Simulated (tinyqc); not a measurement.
# Zener tunnelling in a reverse-biased junction, two-band WKB: effects of single changes

Abrupt p-n junction, depletion approximation. Energies E are counted from the conduction-band edge of the neutral n side; its Fermi level lies at dn, that of the p side at dn - V, and the valence-band edge of the neutral p side at Em = dn + dp - V. Tunnelling needs 0 < E < Em. Two-band dispersion with equal masses m: inside the gap kappa = sqrt(m u (1 - u/Eg)/C), u the distance from a band edge, C = hbar^2/(2 m0).

Inputs (values chosen for the exercise); band and dielectric values those of a made-up semiconductor: temperature T = 350 K; band gap Eg = 0.325 eV; relative permittivity eps_r = 14.2; conduction-band density of states at 350 K Nc = 1.16e17 cm^-3; valence-band density of states at 350 K Nv = 9.74e18 cm^-3; band-edge mass of the two-band model m = 0.027 m0; acceptor density Na = 2.3e19 cm^-3; donor density Nd = 6.5e18 cm^-3; bias of the p side V = -0.94 V.

Constants: q = 1.602176634e-19 C, kB = 1.380649e-23 J/K, hbar = 1.054571817e-34 J s, h = 6.62607015e-34 J s, m0 = 9.1093837015e-31 kg, Vt = kB T/q, eps0 = 8.8541878128e-14 F/cm where lengths are in cm, hbar^2/(2 m0) = 0.0380998212 eV nm^2. Results are converted to the units shown.

Each table varies one quantity; the others keep the values above.

## Current against reverse bias

Nd = Nc F12(dn/Vt), Na = Nv F12(dp/Vt), F12(x) = (2/sqrt(pi)) int_0^infinity sqrt(u)/(1 + exp(u - x)) du; dn = EF - Ec on the n side, dp = Ev - EF on the p side (negative outside the bands); Vbi = Eg + dn + dp. W = sqrt(2 eps0 eps_r (Vbi - V)(1/Na + 1/Nd)/q), mean field F = (Vbi - V)/W, peak field 2 F. In a uniform field F the exponent is S = pi sqrt(m/C) Eg^1.5/(4 F). Transverse energy Et = C kt^2/m raises it to S (1 + 4 Et/Eg), so T = exp(-S) exp(-Et/Eb) with Eb = Eg/(4 S). KJ = (2 q^2/h) m/(4 pi C) (times 1e14 for A/cm^2 per eV^2). J = KJ exp(-S) Eb times the integral from 0 to Em of [f(E - dn) - f(E - dn + V)] [1 - exp(-min(E, Em - E)/Eb)] dE, f(x) = 1/(1 + exp(x/Vt)), with S and Eb from the mean field; J > 0 flows from p to n.

Current against reverse bias:

| V (V) | mean field (MV/cm) | S | J (A/cm^2) |
|---|---|---|---|
| -0.1 | 0.5705 | 2.147 | -1.585e5 |
| -0.29 | 0.6219 | 1.970 | -6.733e5 |
| -0.47 | 0.6670 | 1.837 | -1.373e6 |
| -0.66 | 0.7115 | 1.722 | -2.336e6 |
| -0.85 | 0.7534 | 1.626 | -3.530e6 |
| -1.04 | 0.7931 | 1.545 | -4.954e6 |
| -1.23 | 0.8308 | 1.474 | -6.605e6 |
| -1.41 | 0.8651 | 1.416 | -8.376e6 |
| -1.6 | 0.8999 | 1.361 | -1.046e7 |

Read the table: what changes, and by how much?

|J| grows from 1.58e5 to 1.05e7 A/cm^2, a factor of 66.0. Of that, exp(-S) gives 2.19 (S falls from 2.15 to 1.36 as the field grows with the square root of Vbi - V); the rest, 30.1, comes from the wider energy window and from Eb. Where S is below about 4, a WKB prefactor of 1 is a rough guess.

## Effect of the band gap with the mass tied to it

Same model as above.

The mass follows the gap, m = 0.027 Eg/0.325 eV, as in a two-band model with a fixed matrix element; Nc, Nv and eps_r are held.

Results:

| Eg (eV) | Vbi (V) | mean field (MV/cm) | S | J (A/cm^2) | S at fixed m |
|---|---|---|---|---|---|
| 0.16 | 0.7429 | 0.7371 | 0.4028 | -1.245e7 | 0.5740 |
| 0.21 | 0.7929 | 0.7480 | 0.6837 | -9.753e6 | 0.8506 |
| 0.3 | 0.8829 | 0.7672 | 1.361 | -5.180e6 | 1.416 |
| 0.35 | 0.9329 | 0.7777 | 1.827 | -3.312e6 | 1.760 |
| 0.39 | 0.9729 | 0.7859 | 2.245 | -2.212e6 | 2.049 |
| 0.44 | 1.023 | 0.7961 | 2.820 | -1.264e6 | 2.424 |
| 0.49 | 1.073 | 0.8062 | 3.454 | -6.806e5 | 2.813 |

Estimate the missing row, Eg = 0.26 eV.

Computed row:

| Eg (eV) | Vbi (V) | mean field (MV/cm) | S | J (A/cm^2) | S at fixed m |
|---|---|---|---|---|---|
| 0.26 | 0.8429 | 0.7587 | 1.033 | -7.061e6 | 1.155 |

With this row back in the table: S rises from 0.403 to 3.45, as Eg^(1.92), against Eg^(1.42) at fixed m; at a fixed field the powers would be 2 and 1.5, and the field grows with Vbi. |J| falls from 1.25e7 to 6.81e5 A/cm^2. Where S is below about 4, a WKB prefactor of 1 is a rough guess.

Range of the model: Parabolic densities of states, no band tails and no gap narrowing, all of which matter at such doping.

Program tinyqc, `OMP_NUM_THREADS=1 python tinyqc.py 2620079 2620080 out.jsonl`; Intel Xeon 2.30GHz, shared host, one thread, about 0.02 s.
